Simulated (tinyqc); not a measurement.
Inside a calculation. Model: frequency dispersion of an accumulation capacitance by border traps, distributed model.

Numbers from tinyqc (`OMP_NUM_THREADS=1 python tinyqc.py 2202208 2202209 out.jsonl`; about 0.3 s on one thread of a shared Intel Xeon 2.30GHz). Printed values are rounded.

Traps spread evenly through the insulator exchange electrons with the semiconductor by tunnelling, with tau(x) = t0 exp(2 ka x) at depth x from the interface. The admittance per area Y seen at depth x obeys dY/dx = -Y^2/(i w eps0 eox) + q Nb ln(1 + i w tau)/tau, with Y(0) = i w Cs and w = 2 pi f; the gate sees Y(tox) = G + i w C. Working variable y = Y/(i w), in uF/cm^2. Cox = eps0 eox/tox.

Parameters, values chosen for the exercise; permittivity close to that of zirconium oxide: relative permittivity of the insulator eox = 22.7; insulator thickness tox = 3.7 nm; semiconductor capacitance in accumulation Cs = 7.1 uF/cm^2; density of border traps Nb = 4.1e18 cm^-3 eV^-1; decay constant of the wave function in the insulator ka = 5.4 1/nm; time constant of a trap at the interface t0 = 8e-10 s; frequency f = 1e5 Hz; depth down to which the steps are taken xe = 1.2 nm.

Constants: q = 1.602176634e-19 C, eps0 = 8.8541878128e-14 F/cm where lengths are in cm. Results are converted to the units shown.

## Scales and lumped estimate

Cox; trap-free value 1/(1/Cox + 1/Cs); response depth d = ln(1/(w t0))/(2 ka), where w tau = 1; lumped estimate: all traps within d act as C_bt = q Nb d placed at d/2, so C = 1/{1/[1/(1/Cs + d/(2 eps0 eox)) + C_bt] + (tox - d/2)/(eps0 eox)}.

Cox = 5.432164 uF/cm^2
trap-free C = 3.077550 uF/cm^2
d = 0.7032969 nm
C_bt = 0.04619904 uF/cm^2
lumped C = 3.088480 uF/cm^2

The traps within reach amount to 0.00651 Cs and lie in the first 19.0 % of the insulator.

## Midpoint steps through the active depth

In terms of y: dy/dx = -y^2/(eps0 eox) + s(x), s = q Nb ln(1 + z)/z, z = i w tau. 11 midpoint steps of h = xe/11: y_half = y + (h/2) y'(x, y), y(new) = y + h y'(x + h/2, y_half).

| point | x (nm) | s (uF/(cm^2 nm)) | y (uF/cm^2) |
|---|---|---|---|
| 0 | 0 | 0.06568924-0.00001651i | 7.100000+0.000000i |
| 1 | 0.1090909 | 0.06568918-0.00005363i | 6.843728-0.000003i |
| 2 | 0.2181818 | 0.06568863-0.00017421i | 6.605774-0.000013i |
| 3 | 0.3272727 | 0.06568274-0.00056585i | 6.384260-0.000046i |
| 4 | 0.4363636 | 0.06562077-0.00183555i | 6.177554-0.000152i |
| 5 | 0.5454545 | 0.06497935-0.00587545i | 5.984215-0.000495i |
| 6 | 0.6545455 | 0.05933492-0.01664161i | 5.802805-0.001560i |
| 7 | 0.7636364 | 0.03732895-0.02642359i | 5.631049-0.003960i |
| 8 | 0.8727273 | 0.01487813-0.01941878i | 5.466714-0.006296i |
| 9 | 0.9818182 | 0.00493606-0.00976296i | 5.310183-0.007422i |
| 10 | 1.090909 | 0.00155361-0.00418099i | 5.161801-0.007689i |
| 11 | 1.2 | 0.00048150-0.00164926i | 5.021298-0.007552i |

## Capacitance and conductance at the gate

y at xe = 5.021298-0.007552i uF/cm^2

Beyond xe the traps are ignored, so 1/y(tox) = 1/y(xe) + (tox - xe)/(eps0 eox); C = Re y, G/w = -Im y, loss tangent G/(w C).

y at the gate = 3.090848-0.002862i uF/cm^2
C = 3.090848 uF/cm^2
G/w = 0.002861535 uF/cm^2
loss tangent = 9.258090e-4

A fine integration over the whole insulator gives C = 3.0904 and G/w = 0.002933 uF/cm^2; the coarse G/w is 2.4 % below that. The fine C is 0.42 % above the trap-free value, and the lumped estimate is 0.063 % below the fine result.
